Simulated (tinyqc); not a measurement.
Holstein polaron on two sites. Changing the coupling g. Computed by tinyqc, a small Python program. Command: `OMP_NUM_THREADS=1 python tinyqc.py 3020566 3020567 out.jsonl holstein sweep`. One thread of a shared host (Intel(R) Xeon(R) Processor @ 2.30GHz), about 0.03 s of CPU time with the checks.

One electron on sites 1 and 2: H = -t (c1+ c2 + c2+ c1) + hbar omega sum_i b_i+ b_i - g hbar omega sum_i n_i (b_i + b_i+). The symmetric phonon shifts the energy by -g^2 hbar omega/2 and drops out; with b = (b_1 - b_2)/sqrt(2) there remains H = -t sigma_x + hbar omega b+ b - (g hbar omega/sqrt(2)) sigma_z (b + b+). Parity splits it into blocks p = +1 and -1 over phonon numbers n. Zero-point energies are left out. Weights Z refer to mode b alone; the displaced symmetric mode multiplies the full zero-phonon weight by exp(-g^2/2).

Inputs (values chosen for the exercise, for a model dimer): hopping t = 150 meV; phonon energy hbar omega = 92 meV.

Method:
- Polaron binding energy E_p = g^2 hbar omega; ratio E_p/t (the adiabatic potential has two wells when it exceeds 1); adiabaticity hbar omega/t.
- Block p: H_nn = n hbar omega - p t (-1)^n - g^2 hbar omega/2, H_(n,n+1) = -(g hbar omega/sqrt(2)) sqrt(n + 1).
- Use 60 levels in both blocks; Z = c_0^2 is the weight of n = 0 in the ground state c; the splitting is the lowest odd level less the lowest even one, which without coupling is the smaller of 2t and hbar omega; <sigma_x> = sum (-1)^n c_n^2 measures the kinetic energy.

One run for each value; columns: (1) coupling g; (2) weight Z of n = 0 in mode b; (3) splitting/(2t); (4) <sigma_x>; (5) mean phonon number in b; (6) ground-state energy (meV); (7) E_p/t:
```
(1)       (2)         (3)      (4)         (5)      (6)     (7)
0.20  0.99888  3.0253e-01  0.99778  1.1307e-03   -152.3  0.0245
0.56  0.99019  2.7520e-01  0.98185  1.0571e-02   -167.9  0.1923
0.91  0.96783  2.2758e-01  0.94767  3.8639e-02   -197.8  0.5079
1.30  0.90394  1.5695e-01  0.87354  1.3566e-01   -249.6  1.0365
1.60  0.78498  9.7298e-02  0.76814  3.5479e-01   -305.3  1.5701
2.00  0.45484  3.2260e-02  0.53465  1.1702e+00   -408.8  2.4533
2.30  0.20476  9.2517e-03  0.36809  2.1320e+00   -514.1  3.2445
2.70  0.05643  1.1749e-03  0.24495  3.3832e+00   -689.0  4.4712
3.00  0.02045  2.0017e-04  0.19327  4.3151e+00   -842.5  5.5200
3.40  0.00491  1.4414e-05  0.14787  5.6467e+00  -1074.6  7.0901
```

Over the rows, weight Z of n = 0 in mode b falls from 0.999 to 0.00491 (exponent d ln y / d ln x -0.0085 between the first rows and -11 between the last); splitting/(2t) falls from 0.303 to 1.44e-5 (exponent d ln y / d ln x -0.092 between the first rows and -21 between the last); <sigma_x> falls from 0.998 to 0.148 (exponent d ln y / d ln x -0.016 between the first rows and -2.1 between the last). Z falls through 1/2 between E_p/t = 1.6 and 2.5; the change is a smooth crossover, not a transition.

Caution (rows 0.200, 0.560, 0.910, 1.30): with hbar omega below 2t the lowest odd level starts as a one-phonon state, so the splitting here is a softened phonon and not a narrowed hopping.

Extremes, crossings and ranges named in words are read from the listed rows.
